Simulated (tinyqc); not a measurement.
# One-sided p+-n junction, ionisation integral and breakdown, step by step

Numbers from tinyqc (`OMP_NUM_THREADS=1 python tinyqc.py 2120039 2120040 out.jsonl`; about 0.06 s on one thread of a shared Intel Xeon 2.30GHz). Printed values are rounded.

A p+ layer at x < 0 and an n drift layer from x = 0. Depletion approximation, built-in voltage neglected. Local ionisation coefficients alpha_n = an exp(-(bn/E)^mx), alpha_p = ap exp(-(bp/E)^mx). Electrons move towards +x, holes towards x = 0.

Parameters, values chosen for the exercise; material values close to those of silicon:
- eps_r = 11.8 (relative permittivity)
- an = 6.82e5 1/cm (prefactor of the electron ionisation coefficient)
- bn = 1.25e6 V/cm (field constant for electrons)
- ap = 1.52e6 1/cm (prefactor of the hole ionisation coefficient)
- bp = 2.09e6 V/cm (field constant for holes)
- mx = 1 (exponent)
- N = 3.3e14 cm^-3 (donor density of the drift layer)
- V = 386 V (reverse voltage)
- fr = 0.6 (share of the depleted width that the grid covers)

Constants: q = 1.602176634e-19 C, eps0 = 8.8541878128e-14 F/cm where lengths are in cm. Results are converted to the units shown.

## Field and ionisation coefficients on a grid

W = sqrt(2 eps0 eps_r V/(q N)), peak field E0 = q N W/(eps0 eps_r), falling linearly to 0 at W. Grid: 14 equal steps from 0 to fr W.

W = 39.0582 um
x, point 0 to 14 (um): [0.0000, 1.6739, 3.3478, 5.0218, 6.6957, 8.3696, 10.0435, 11.7174, 13.3914, 15.0653, 16.7392, 18.4131, 20.0871, 21.7610, 23.4349]
E, point 0 to 14 (kV/cm): [197.654, 189.183, 180.712, 172.241, 163.770, 155.300, 146.829, 138.358, 129.887, 121.416, 112.945, 104.474, 96.0033, 87.5325, 79.0616]
alpha_n, point 0 to 14 (1/cm): [1222.43, 920.970, 675.672, 480.835, 330.348, 217.853, 136.929, 81.3072, 45.1064, 23.0485, 10.6489, 4.34103, 1.51044, 0.428428, 0.0927658]
alpha_p, point 0 to 14 (1/cm): [38.8685, 24.2089, 14.4236, 8.16682, 4.35991, 2.17354, 0.999940, 0.418304, 0.156186, 0.0508270, 0.0139770, 0.00311753, 5.33604e-4, 6.49017e-5, 5.02607e-6]

## Ionisation integrals by the trapezoid rule

G(x) = integral from 0 to x of (alpha_n - alpha_p); I_n = integral of alpha_n exp(-G) (electrons injected at x = 0), I_p = integral of alpha_p exp(G(end) - G) (holes injected at the far edge); M = 1/(1 - I). All integrals by the trapezoid rule on the grid.

G, point 0 to 14: [0.000000, 0.174115, 0.304515, 0.399419, 0.466263, 0.511599, 0.541027, 0.559174, 0.569706, 0.575393, 0.578208, 0.579461, 0.579951, 0.580113, 0.580156]
alpha_n exp(-G), point 0 to 14 (1/cm): [1222.43, 773.80, 498.30, 322.50, 207.24, 130.61, 79.71, 46.48, 25.52, 12.96, 5.97, 2.43, 0.85, 0.24, 0.05]
I_n = 0.454948
I_p = 0.0182028
M_n = 1.83469
M_p = 1.01854

A grid of 1500 steps over the whole width gives I_n = 0.4476 and I_p = 0.01752; the coarse I_n is 1.6 % above and the coarse I_p 3.9 % above those values. Electrons multiply more: on this coarse grid M - 1 is 45.0 times as large for them.

## Breakdown voltage by secant steps

G(x) = integral from 0 to x of (alpha_n - alpha_p); I_n = integral of alpha_n exp(-G) (electrons injected at x = 0), I_p = integral of alpha_p exp(G(end) - G) (holes injected at the far edge); M = 1/(1 - I). Secant steps on ln I_n(V) = 0 with the integrals on a fine grid (1500 steps), from the points V = 476 and 566 V; stop when the step is below 1e-7 of V.

Course of the iteration:
```
step    V (V)       I_n  change of V (V)
1         566  0.958542             15.6
2     581.634  0.982174             11.5
3     593.181  0.997579             1.80
4     594.979  0.999832            0.134
5     595.113  0.999998          1.40e-3
6     595.115   1.00000          1.02e-6
```

Breakdown at 595.11 V, with a peak field of 245.4 kV/cm and W = 48.50 um. The integral for holes reaches 1 at the same voltage.
